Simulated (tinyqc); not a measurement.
What moves the results: smearing for a one-band metal on the fcc lattice. A value that a table varies takes the place of the one given here.

Lattice vectors (units of a): a1 = (0, 1/2, 1/2), a2 = (1/2, 0, 1/2), a3 = (1/2, 1/2, 0). E(k) = -t A_1(k) - t2 A_2(k), A_m the sum of cos(k . R) over the 12 nearest and 6 second lattice vectors. Mesh k = sum (j_i/N) b_i, j_i = 0 .. N-1.

With x = (E_k - mu)/sigma: Fermi-Dirac f = 1/(1 + exp(x)), s = -f ln f - (1 - f) ln(1 - f); Gaussian f = erfc(x)/2, s = exp(-x^2)/(2 sqrt(pi)); Methfessel-Paxton (first order) f = erfc(x)/2 - x exp(-x^2)/(2 sqrt(pi)), s = (1 - 2 x^2) exp(-x^2)/(4 sqrt(pi)); cold (Marzari-Vanderbilt) with y = x + 1/sqrt(2), f = erfc(y)/2 + exp(-y^2)/sqrt(2 pi), s = y exp(-y^2)/sqrt(2 pi). With weights w = points/N^d (d the dimension), mu solves 2 sum w f = ne; E = 2 sum w f E_k, S = 2 sum w s, F = E - sigma S.

With x = (E_k - mu)/sigma: Gaussian f = erfc(x)/2, s = exp(-x^2)/(2 sqrt(pi)); Methfessel-Paxton (first order) f = erfc(x)/2 - x exp(-x^2)/(2 sqrt(pi)), s = (1 - 2 x^2) exp(-x^2)/(4 sqrt(pi)). With weights w = points/N^d (d the dimension), mu solves 2 sum w f = ne; E = 2 sum w f E_k, S = 2 sum w s, F = E - sigma S.

With x = (E_k - mu)/sigma: Methfessel-Paxton (first order) f = erfc(x)/2 - x exp(-x^2)/(2 sqrt(pi)), s = (1 - 2 x^2) exp(-x^2)/(4 sqrt(pi)). With weights w = points/N^d (d the dimension), mu solves 2 sum w f = ne; E = 2 sum w f E_k, S = 2 sum w s, F = E - sigma S.

Inputs chosen for the exercise:
- t = 1.39 eV (nearest hopping)
- t2 = 0.14 eV (second hopping)
- ne = 1.02 (electrons per cell)
- N = 4 (unshifted mesh)
- sigma = 0.417 eV (width)

## Error of each scheme against the width

All on the dense mesh N = 40. The reference is F of first-order Methfessel-Paxton smearing with sigma = 0.05 t on the mesh N = 40; it moves by 0.67 meV on the mesh N = 50; in three dimensions such meshes can agree by chance and the reference may be off by about 1 meV, so smaller errors are not resolved.

Errors (meV per cell):
```
sigma (eV)     FD F  FD (E+F)/2  Gauss F  Gauss (E+F)/2   MP F  cold F
0.139         -6.50        0.26    -0.87           0.07   0.07    0.07
0.208        -14.99        0.31    -2.09           0.14   0.14    0.09
0.278        -26.86        0.20    -3.84           0.21   0.21    0.18
0.417        -60.38       -0.55    -8.97           0.35   0.35    0.24
0.556       -106.44       -2.21   -16.23           0.37   0.38   -0.08
0.834       -233.17      -11.34   -36.90           0.09   0.14   -2.07
1.112       -399.43      -32.87   -65.45          -0.64  -0.42   -6.24
```

reference = -3.50742 eV

Doubling sigma from 0.278 to 0.556 eV multiplies the error of F by 4.0 (Fermi-Dirac) and 4.2 (Gaussian); a pure sigma^2 term would give 4. At the smallest width Fermi-Dirac errs 7.4 times as much as Gaussian, against 2 pi^2/3 = 6.6 for the ratio of the sigma^2 terms at equal sigma. At the largest width the sizes of the errors rank MP F 0.4, Gauss (E+F)/2 0.6, cold F 6.2, FD (E+F)/2 32.9, Gauss F 65.5, FD F 399.4 meV; below about 1 meV this order, and the ratios at the smallest width, carry the noise of the mesh.

## Mesh against width

Gaussian smearing, (E + F)/2. The reference is F of first-order Methfessel-Paxton smearing with sigma = 0.05 t on the mesh N = 40; it moves by 0.67 meV on the mesh N = 50; in three dimensions such meshes can agree by chance and the reference may be off by about 1 meV, so smaller errors are not resolved.

Errors (meV per cell):
```
N   sigma = 0.05 t  sigma = 0.15 t  sigma = 0.4 t
4           129.97          125.11         113.00
6            89.76           86.47          80.24
8            14.85           14.50          12.46
12           -3.73           -4.32          -4.74
16           -3.43           -3.57          -2.86
24            1.77            1.62           0.65
```

reference = -3.50742 eV

First N from which the value stays within 2 meV of its last entry (which need not be the best one): none before the last for sigma = 0.05 t, none before the last for sigma = 0.15 t, none before the last for sigma = 0.4 t. At the last mesh the errors are +1.77, +1.62 and +0.65 meV. The 2 meV bar does not tell the widths apart. The smallest error belongs to 0.05 t on 1, 0.15 t on 0, 0.4 t on 5 of the 6 meshes.

## What moves the results of Methfessel-Paxton (first order) smearing

All sums formed anew. Each row changes one parameter from the base and keeps the others.

Results:
```
case              mu (eV)   E (eV)       S   F (eV)
base               2.5186  -3.3750  0.0153  -3.3814
N = 8              1.2877  -3.4899  0.0066  -3.4926
sigma = 0.834 eV   2.2488  -3.3816  0.0065  -3.3870
ne = 1.12          2.6209  -3.0970  0.0648  -3.1241
t2 = 0.279 eV      2.5174  -3.2457  0.0126  -3.2510
t = 1.529 eV       2.7966  -3.7257  0.0153  -3.7320
```

The largest shifts from the base row, up to three for each result and ties (the steps differ in size, so this ranks the rows, not the parameters). mu (eV): N -1.2309, t +0.2780, sigma -0.2698. E (eV): t -0.3506, ne +0.2780, t2 +0.1293. S: ne +0.0495, sigma -0.0089, N -0.0088; unchanged at the printed digits by t. F (eV): t -0.3506, ne +0.2574, t2 +0.1304.

Computed by tinyqc, a small Python program: `OMP_NUM_THREADS=1 python tinyqc.py 1650280 1650281 out.jsonl` (the numbers bound the seed that draws the inputs); one thread of a shared host (Intel(R) Xeon(R) Processor @ 2.30GHz), about 0.3 s for the whole set of steps.
